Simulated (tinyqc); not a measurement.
# Schottky barrier on an n-type semiconductor with a surface-enhanced doping, non-linear Poisson equation by Newton steps, step by step

Numbers from tinyqc (`OMP_NUM_THREADS=1 python tinyqc.py 2020074 2020075 out.jsonl`; about 0.1 s on one thread of a shared Intel Xeon 2.30GHz). Printed values are rounded.

One dimension, metal at x = 0, donor density C(x) = Nd + N0 exp(-x/Ls). Energies are counted from the electron Fermi level of the semiconductor and the conduction-band edge is Ec = -psi, so n = Nc exp(psi/Vt); holes follow the Fermi level of the metal, at -V, so p = Nv exp((V - psi - Eg)/Vt). Ends: psi(0) = V - phiB and psi = Vt ln(Nd/Nc) deep inside. Boltzmann statistics, full ionisation, no current, no image force in the Poisson equation.

Inputs (values chosen for the exercise); band and dielectric values close to those of gallium phosphide: temperature T = 300 K; band gap Eg = 2.22 eV; relative permittivity eps_r = 11.2; conduction-band density of states at T Nc = 1.78e19 cm^-3; valence-band density of states at T Nv = 1.89e19 cm^-3; donor density deep in the semiconductor Nd = 3.2e17 cm^-3; barrier height phiB = 1.44 eV; bias of the metal against the semiconductor V = 0 V; extra donor density at the surface N0 = 1.4e18 cm^-3; decay length Ls = 37 nm.

Constants: q = 1.602176634e-19 C, kB = 1.380649e-23 J/K, Vt = kB T/q, eps0 = 8.8541878128e-14 F/cm where lengths are in cm. Results are converted to the units shown.

## End potentials, built-in voltage, Debye length

psi_0 = V - phiB, psi_b = Vt ln(Nd/Nc), Vbi = phiB - Vt ln(Nc/Nd), LD = sqrt(eps0 eps_r Vt/(q Nd)), W = sqrt(2 eps0 eps_r (Vbi - V)/(q Nd)), hole density at the metal p_0 = Nv exp((phiB - Eg)/Vt).

psi_0 = -1.44 V
psi_b = -0.103890 V
Vbi = 1.33611 V
LD = 7.07132 nm
W for uniform Nd = 71.8935 nm
p_0 = 1.48949e6 cm^-3

The hole density at the metal is 4.7e-12 times Nd, so holes hardly matter.

## Doping on the mesh

| node | x (nm) |
|---|---|
| 0 | 0 |
| 1 | 22 |
| 2 | 48.4 |
| 3 | 80 |
| 4 | 118 |
| 5 | 163 |
| 6 | 218 |
| 7 | 283 |
| 8 | 361 |
| 9 | 455 |
| 10 | 567 |

C = Nd + N0 exp(-x/Ls), taken at the nodes.

| node | donor density C (cm^-3) |
|---|---|
| 0 | 1.72e18 |
| 1 | 1.09250e18 |
| 2 | 6.98463e17 |
| 3 | 4.81106e17 |
| 4 | 3.77687e17 |
| 5 | 3.37096e17 |
| 6 | 3.23866e17 |
| 7 | 3.20667e17 |
| 8 | 3.20081e17 |
| 9 | 3.20006e17 |
| 10 | 3.20000e17 |

## Couplings between neighbouring nodes

a_i = eps0 eps_r/h_i for the interval from node i to i + 1, with h_i = x_(i+1) - x_i in cm.

| interval | coupling a_i (F/cm^2) |
|---|---|
| 0 | 4.50759e-7 |
| 1 | 3.75632e-7 |
| 2 | 3.13819e-7 |
| 3 | 2.60966e-7 |
| 4 | 2.20371e-7 |
| 5 | 1.80303e-7 |
| 6 | 1.52564e-7 |
| 7 | 1.27137e-7 |
| 8 | 1.05497e-7 |
| 9 | 8.85419e-8 |

## Starting potential

A straight line in x from psi_0 = V - phiB to psi_b = Vt ln(Nd/Nc).

| node | psi at the start (V) |
|---|---|
| 0 | -1.44000 |
| 1 | -1.38816 |
| 2 | -1.32595 |
| 3 | -1.25148 |
| 4 | -1.16194 |
| 5 | -1.05590 |
| 6 | -0.92629 |
| 7 | -0.77312 |
| 8 | -0.58932 |
| 9 | -0.36781 |
| 10 | -0.10389 |

## Iteration 1: densities, residual and Jacobian diagonal

n_i = Nc exp(psi_i/Vt), p_i = Nv exp((V - psi_i - Eg)/Vt), rho_i = p_i - n_i + C_i, g_i = (n_i + p_i)/Vt. Box widths w_i = (h_(i-1) + h_i)/2 in cm. Residual F_i = a_i (psi_(i+1) - psi_i) - a_(i-1) (psi_i - psi_(i-1)) + q rho_i w_i; Jacobian: a_(i-1) and a_i beside the diagonal, b_i = -a_(i-1) - a_i - q g_i w_i on it. The two end nodes are fixed.

| node | n (cm^-3) | p (cm^-3) |
|---|---|---|
| 0 | 1.14679e-5 | 1.48949e6 |
| 1 | 8.51907e-5 | 2.00508e5 |
| 2 | 9.45108e-4 | 18073.5 |
| 3 | 0.0168431 | 1014.15 |
| 4 | 0.537919 | 31.7546 |
| 5 | 32.5176 | 0.525297 |
| 6 | 4890.89 | 0.00349249 |
| 7 | 1.83031e6 | 9.33253e-6 |
| 8 | 2.24020e9 | 7.62493e-9 |
| 9 | 1.17880e13 | 1.44906e-12 |
| 10 | 3.2e17 | 5.33793e-17 |

| node | residual F (C/cm^2) | diagonal b (F/cm^2) |
|---|---|---|
| 1 | 4.23592e-7 | -8.26391e-7 |
| 2 | 3.24528e-7 | -6.89452e-7 |
| 3 | 2.68244e-7 | -5.74785e-7 |
| 4 | 2.51126e-7 | -4.81336e-7 |
| 5 | 2.70043e-7 | -4.00674e-7 |
| 6 | 3.11335e-7 | -3.32868e-7 |
| 7 | 3.67343e-7 | -2.79702e-7 |
| 8 | 4.41031e-7 | -2.32634e-7 |
| 9 | 5.28069e-7 | -1.94791e-7 |

## Iteration 1: Newton step

Solve the tridiagonal system a_(i-1) d_(i-1) + b_i d_i + a_i d_(i+1) = -F_i for nodes 1 to 9, with d = 0 on fixed nodes. Each component d is damped to sign(d) Vt ln(1 + |d|/Vt) before it is added.

| node | Newton step d, before damping (V) |
|---|---|
| 1 | 4.3566 |
| 2 | 8.4569 |
| 3 | 12.3307 |
| 4 | 15.9612 |
| 5 | 19.1209 |
| 6 | 21.4850 |
| 7 | 22.2382 |
| 8 | 20.2528 |
| 9 | 13.6797 |

| node | psi after iteration 1 (V) |
|---|---|
| 0 | -1.44000 |
| 1 | -1.25546 |
| 2 | -1.17618 |
| 3 | -1.09199 |
| 4 | -0.99578 |
| 5 | -0.88508 |
| 6 | -0.75247 |
| 7 | -0.59841 |
| 8 | -0.41702 |
| 9 | -0.20564 |
| 10 | -0.10389 |

## Iteration 2: densities, residual and Jacobian diagonal

As before.

| node | n (cm^-3) | p (cm^-3) |
|---|---|---|
| 0 | 1.14679e-5 | 1.48949e6 |
| 1 | 0.0144417 | 1182.78 |
| 2 | 0.310117 | 55.0805 |
| 3 | 8.05054 | 2.12177 |
| 4 | 332.652 | 0.0513491 |
| 5 | 24083.4 | 7.09259e-4 |
| 6 | 4.06959e6 | 4.19733e-6 |
| 7 | 1.57629e9 | 1.08365e-8 |
| 8 | 1.75725e12 | 9.72054e-12 |
| 9 | 6.24942e15 | 2.73328e-15 |
| 10 | 3.2e17 | 5.33793e-17 |

| node | residual F (C/cm^2) | diagonal b (F/cm^2) |
|---|---|---|
| 1 | 3.70190e-7 | -8.26391e-7 |
| 2 | 3.21166e-7 | -6.89452e-7 |
| 3 | 2.66931e-7 | -5.74785e-7 |
| 4 | 2.50415e-7 | -4.81336e-7 |
| 5 | 2.69559e-7 | -4.00674e-7 |
| 6 | 3.10928e-7 | -3.32868e-7 |
| 7 | 3.66900e-7 | -2.79702e-7 |
| 8 | 4.40267e-7 | -2.32727e-7 |
| 9 | 5.04484e-7 | -5.92965e-7 |

## Iteration 2: Newton step

As before.

| node | Newton step d, before damping (V) |
|---|---|
| 1 | 3.7114 |
| 2 | 7.1795 |
| 3 | 10.3073 |
| 4 | 13.0458 |
| 5 | 15.1524 |
| 6 | 16.2320 |
| 7 | 15.4700 |
| 8 | 11.6697 |
| 9 | 2.9270 |

| node | psi after iteration 2 (V) |
|---|---|
| 0 | -1.44000 |
| 1 | -1.12688 |
| 2 | -1.03062 |
| 3 | -0.93712 |
| 4 | -0.83483 |
| 5 | -0.72027 |
| 6 | -0.58588 |
| 7 | -0.43306 |
| 8 | -0.25894 |
| 9 | -0.08315 |
| 10 | -0.10389 |

## Course of the Newton iteration

Stop when the largest undamped |d| is below 1e-9 V, or after 80 iterations.

Course of the iteration:

| iteration | largest \|F\| (C/cm^2) | largest \|d\| (V) | at node |
|---|---|---|---|
| 1 | 5.28e-7 | 22.2 | 7 |
| 2 | 5.04e-7 | 16.2 | 6 |
| 3 | 6.70e-7 | 13.4 | 6 |
| 4 | 7.28e-7 | 9.34 | 5 |
| 5 | 6.88e-7 | 6.22 | 4 |
| 6 | 5.53e-7 | 3.97 | 3 |
| 7 | 4.22e-7 | 2.53 | 3 |
| 8 | 3.16e-7 | 1.43 | 2 |
| 9 | 2.90e-7 | 0.758 | 2 |
| 10 | 2.70e-7 | 0.380 | 2 |
| 11 | 1.55e-7 | 0.0378 | 2 |
| 12 | 2.03e-8 | 4.73e-3 | 1 |
| 13 | 1.23e-9 | 3.80e-4 | 1 |
| 14 | 5.18e-12 | 2.76e-6 | 1 |
| 15 | 1.22e-16 | 1.47e-10 | 1 |

Converged in 15 iterations. Once the step is below 0.1 Vt, 2 more iteration(s) reach the threshold: near the solution the error is roughly squared each time.

## Converged densities, field and barrier lowering

| node | converged psi (V) |
|---|---|
| 0 | -1.44000 |
| 1 | -0.31451 |
| 2 | -0.09150 |
| 3 | -0.09344 |
| 4 | -0.09951 |
| 5 | -0.10250 |
| 6 | -0.10357 |
| 7 | -0.10383 |
| 8 | -0.10388 |
| 9 | -0.10389 |
| 10 | -0.10389 |

n and p as above; E_i = -(psi_(i+1) - psi_i)/h_i; at the metal |E_0| = |E on interval 0| + q rho_0 (h_0/2)/(eps0 eps_r), rho_0 = p_0 - n_0 + C_0; image-force lowering dphi = sqrt(q |E_0|/(4 pi eps0 eps_r)).

| node | n (cm^-3) | p (cm^-3) |
|---|---|---|
| 0 | 1.14679e-5 | 1.48949e6 |
| 1 | 9.26714e13 | 1.84322e-13 |
| 2 | 5.16855e17 | 3.30487e-17 |
| 3 | 4.79362e17 | 3.56336e-17 |
| 4 | 3.79078e17 | 4.50604e-17 |
| 5 | 3.37678e17 | 5.05849e-17 |
| 6 | 3.24024e17 | 5.27164e-17 |
| 7 | 3.20697e17 | 5.32633e-17 |
| 8 | 3.20085e17 | 5.33651e-17 |
| 9 | 3.20007e17 | 5.33782e-17 |
| 10 | 3.2e17 | 5.33793e-17 |

| interval | field E (kV/cm) |
|---|---|
| 0 | -511.588 |
| 1 | -84.474 |
| 2 | 0.616 |
| 3 | 1.597 |
| 4 | 0.664 |
| 5 | 0.194 |
| 6 | 0.041 |
| 7 | 0.006 |
| 8 | 0.001 |
| 9 | 0.000 |

|E_0| at the metal = 817.266 kV/cm
image-force lowering = 102.506 mV

A mesh of about 1000 nodes or more gives |E_0| = 762.0 kV/cm; the 11-node value is 7.2 % above it.
